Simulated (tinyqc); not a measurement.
Inside a calculation. Method: RKS/PBE0 in the sto-3g basis, for H4, spin multiplicity 1. One step of it, computed by the program tinyqc.

Task: Iteration 1: building the Kohn-Sham matrix. J_ij = sum D_kl (ij|kl), K_ij = sum D_kl (ik|jl); F = H + J - 0.125 K + V_xc; E = tr D H + tr D J / 2 - 0.0625 tr D K + E_xc + E_nn.

D at the start, lower triangle:
```
           1H 1s      2H 1s      3H 1s     4H 1s
1H 1s   0.169807
2H 1s   0.016518   0.032503
3H 1s   0.620548  -0.122156   3.345987
4H 1s  -0.729549  -0.159719  -2.141782  3.389331
```

core Hamiltonian H = T + V (hartree), lower triangle:
```
           1H 1s      2H 1s      3H 1s      4H 1s
1H 1s  -1.689101
2H 1s  -1.364521  -1.689101
3H 1s  -0.319019  -0.267368  -1.689101
4H 1s  -0.267368  -0.319019  -1.364521  -1.689101
```

Two-electron integrals (ij|kl) in chemists' order, unique and non-zero (hartree):
```
(11|11) 0.774606   (21|11) 0.457781   (21|21) 0.313089   (22|11) 0.578675
(22|21) 0.457781   (22|22) 0.774606   (31|11) 0.074208   (31|21) 0.046839
(31|22) 0.063266   (31|31) 0.012262   (32|11) 0.055371   (32|21) 0.038687
(32|22) 0.057766   (32|31) 0.009390   (32|32) 0.007790   (33|11) 0.284663
(33|21) 0.187987   (33|22) 0.265999   (33|31) 0.074208   (33|32) 0.057766
(33|33) 0.774606   (41|11) 0.057766   (41|21) 0.038687   (41|22) 0.055371
(41|31) 0.009390   (41|32) 0.007715   (41|33) 0.055371   (41|41) 0.007790
(42|11) 0.063266   (42|21) 0.046839   (42|22) 0.074208   (42|31) 0.010564
(42|32) 0.009390   (42|33) 0.063266   (42|41) 0.009390   (42|42) 0.012262
(43|11) 0.187987   (43|21) 0.128488   (43|22) 0.187987   (43|31) 0.046839
(43|32) 0.038687   (43|33) 0.457781   (43|41) 0.038687   (43|42) 0.046839
(43|43) 0.313089   (44|11) 0.265999   (44|21) 0.187987   (44|22) 0.284663
(44|31) 0.063266   (44|32) 0.055371   (44|33) 0.578675   (44|41) 0.057766
(44|42) 0.074208   (44|43) 0.457781   (44|44) 0.774606
```

nuclear repulsion = 2.58271367 hartree

V_xc (hartree), lower triangle:
```
           1H 1s      2H 1s      3H 1s      4H 1s
1H 1s  -0.210044
2H 1s  -0.120649  -0.154288
3H 1s  -0.036989  -0.028580  -0.427095
4H 1s  -0.029393  -0.033719  -0.273962  -0.425099
```

E_xc = sum of w rho eps_xc = -1.33967457 hartree

Give: Coulomb J; exchange K; Kohn-Sham matrix F; total energy of this density.

Result:

Coulomb J (hartree), lower triangle:
```
       1H 1s  2H 1s  3H 1s  4H 1s
1H 1s  1.188
2H 1s  0.796  1.148
3H 1s  0.274  0.223  2.632
4H 1s  0.224  0.270  1.762  2.618
```

exchange K (hartree), lower triangle:
```
       1H 1s  2H 1s  3H 1s  4H 1s
1H 1s  0.168
2H 1s  0.092  0.063
3H 1s  0.170  0.101  1.692
4H 1s  0.021  0.042  1.136  1.643
```

Kohn-Sham matrix F (hartree), lower triangle:
```
        1H 1s   2H 1s   3H 1s  4H 1s
1H 1s  -0.732
2H 1s  -0.701  -0.703
3H 1s  -0.103  -0.085   0.305
4H 1s  -0.076  -0.087  -0.019  0.299
```

total energy of this density = 0.21448 hartree
